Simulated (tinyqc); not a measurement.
Along the matched line: quaternary alloy A(x)B(1-x)C(y)D(1-y) matched to a substrate.

Q(x,y) = x y Q_AC + x (1 - y) Q_AD + (1 - x) y Q_BC + (1 - x)(1 - y) Q_BD for the lattice constant. Gap, rule 1: Q(x,y) - x (1 - x)[y C_ABC + (1 - y) C_ABD] - y (1 - y)[x C_ACD + (1 - x) C_BCD]. Rule 2 (mean of ternaries): {x (1 - x)[y T_ABC(x) + (1 - y) T_ABD(x)] + y (1 - y)[x T_ACD(y) + (1 - x) T_BCD(y)]}/{x (1 - x) + y (1 - y)}, T_ABC(x) = x E_AC + (1 - x) E_BC - C_ABC x (1 - x), T_ACD(y) = y E_AC + (1 - y) E_AD - C_ACD y (1 - y), and alike. Only the Gamma valley is followed.

Matching a(x,y) = a_s gives x = (a_s - y a_BC - (1 - y) a_BD)/(y (a_AC - a_BC) + (1 - y)(a_AD - a_BD)).
Constants: hc = 1239.841984 eV nm.

Inputs chosen for the exercise (AC, AD, BC, BD near GaAs, GaP, InAs and InP; substrate near InP; the results hold for these values, not for the real material):
- a = (5.66, 5.454, 6.049, 5.868) angstrom (lattice constants of AC, AD, BC, BD)
- Eg = (1.508, 2.917, 0.413, 1.436) eV (gaps at Gamma of AC, AD, BC, BD)
- Cb = (0.458, 0.693, 0.172, 0.092) eV (bowing of ABC, ABD, ACD, BCD)
- a_s = 5.868 angstrom (substrate)

x follows from y.

Results:

| y | x | bilinear (eV) | rule 1 (eV) | rule 2 (eV) | wavelength 1 (nm) | wavelength 2 (nm) |
|---|---|---|---|---|---|---|
| 0.03 | 0.0131 | 1.4246 | 1.4130 | 1.4200 | 877 | 873 |
| 0.15 | 0.0662 | 1.3767 | 1.3237 | 1.3551 | 937 | 915 |
| 0.27 | 0.1200 | 1.3250 | 1.2385 | 1.2888 | 1001 | 962 |
| 0.39 | 0.1746 | 1.2694 | 1.1575 | 1.2210 | 1071 | 1015 |
| 0.51 | 0.2301 | 1.2097 | 1.0806 | 1.1514 | 1147 | 1077 |
| 0.63 | 0.2863 | 1.1459 | 1.0078 | 1.0796 | 1230 | 1148 |
| 0.75 | 0.3435 | 1.0780 | 0.9390 | 1.0042 | 1320 | 1235 |
| 0.87 | 0.4015 | 1.0057 | 0.8743 | 0.9214 | 1418 | 1346 |
| 0.99 | 0.4603 | 0.9291 | 0.8134 | 0.8191 | 1524 | 1514 |

What does the comparison show, and why?

The matched alloys span 0.813 to 1.413 eV by rule 1, monotonically in y. Along the line dx/dy is +0.442 between the first two rows and +0.491 between the last two. In energy the two rules differ most at y = 0.63, by 72 meV (82 nm there), which measures how far the ternary data leave the interior open. Miscibility gaps are not considered.

(tinyqc, `OMP_NUM_THREADS=1 python tinyqc.py 1050689 1050690 out.jsonl`, Intel(R) Xeon(R) Processor @ 2.30GHz, 1 thread, shared host, about 0.01 s.)
